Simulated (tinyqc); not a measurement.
# Floating body of a partially depleted SOI transistor: body voltage and kink, step by step

Computed by the program tinyqc: `OMP_NUM_THREADS=1 python tinyqc.py 2182001 2182002 out.jsonl`, one thread of a shared Intel Xeon 2.30GHz, about 0.2 s for the whole run. Printed values are rounded.

Source at 0 V. Channel current Ic = 2 nf K Vt^2 [F(0) - F(Vd)](1 + la Vd), F(V) = ln^2(1 + exp((Vg - VT - nf V)/(2 nf Vt))), VT = VT0 - gb Vb. Saturation voltage Vs = 2 Vt sqrt(F(0)) + 3 Vt, excess Ve = (Vd - Vs + sqrt((Vd - Vs)^2 + 0.0004 V^2))/2, multiplication M1 = Ai Ve exp(-Bl/Ve). Each junction passes D(v) = J1 (exp(v/Vt) - 1) + J2 (exp(v/(2 Vt)) - 1). Bipolar current Ib = bb J1 (exp(Vb/Vt) - 1). The body settles where M1 (Ic + Ib) = D(Vb) + D(Vb - Vd) + Vb/Rb; drain current Id = (1 + M1)(Ic + Ib) - D(Vb - Vd).

Inputs (values chosen for the exercise); values of the order met in partially depleted silicon-on-insulator transistors: temperature T = 300 K; threshold at zero body voltage VT0 = 0.44 V; fall of the threshold per volt of body voltage gb = 0.17; slope factor nf = 1.43; gain factor per width K = 410 uA/(V^2 um); channel-length modulation factor la = 0.07 1/V; impact-ionisation prefactor Ai = 3.79 1/V; impact-ionisation voltage Bl = 7.3 V; diffusion saturation current of each junction J1 = 3.4e-13 uA/um; recombination saturation current of each junction J2 = 7.8e-8 uA/um; gain of the lateral bipolar transistor on the diffusion current bb = 0.5; resistance of a weak body tie to the source (1e9 stands for no tie, and the term is then dropped) Rb = 5000 kohm um; gate voltage Vg = 0.71 V; drain voltage Vd = 1.3 V.

Constants: q = 1.602176634e-19 C, kB = 1.380649e-23 J/K, Vt = kB T/q. Results are converted to the units shown.

Range of the model: The multiplication law is an empirical form chosen for the exercise; self-heating and capacitive coupling to the body are left out, and the linear laws are rough once Vb passes about 0.7 V or M1 about 0.1.

## Starting value

Vb = 0.12 V.

Vb at the start = 0.12 V

## Iteration 1: new Vb

Current into the body I_in = M1 (Ic + Ib) - D(Vb - Vd), current out I_out = D(Vb) + Vb/Rb; f = ln(I_in/I_out), s = df/dVb by central differences over 1e-5 V, Vb(new) = Vb - f/s.

Ic = 13.3210 uA/um
Ve = 1.01846 V
M1 = 0.00297637
I_in = 0.0396484 uA/um
I_out = 0.0240007 uA/um
f = 0.501966
s = -8.12609 1/V
Vb after iteration 1 = 0.181772 V

## Iteration 2: new Vb

As before.

Ic = 14.2790 uA/um
Ve = 1.01125 V
M1 = 0.00280806
I_in = 0.0400964 uA/um
I_out = 0.0363570 uA/um
f = 0.0978995
s = -5.34592 1/V
Vb after iteration 2 = 0.200085 V

## Course of the iteration

Stop when the step is below 1e-10 V, or after 40 iterations.

Course of the iteration:
```
iteration	Vb before the step (V)	step (V)
1	0.12	0.0618
2	0.181772	0.0183
3	0.200085	9.51e-4
4	0.201036	2.25e-6
5	0.201038	1.25e-11
```

Converged in 5 iterations.

## Drain current with floating and with grounded body

converged Vb = 0.201038 V

Id and VT at the converged Vb, Id at Vb = 0, their ratio, and the bipolar share Ib/(Ic + Ib).

VT = 0.405823 V
Id, floating = 14.6253 uA/um
Id, grounded = 11.6007 uA/um
ratio = 1.26073
bipolar share = 2.77748e-9 %

The body rises to 0.201 V and lowers the threshold by 34.2 mV.
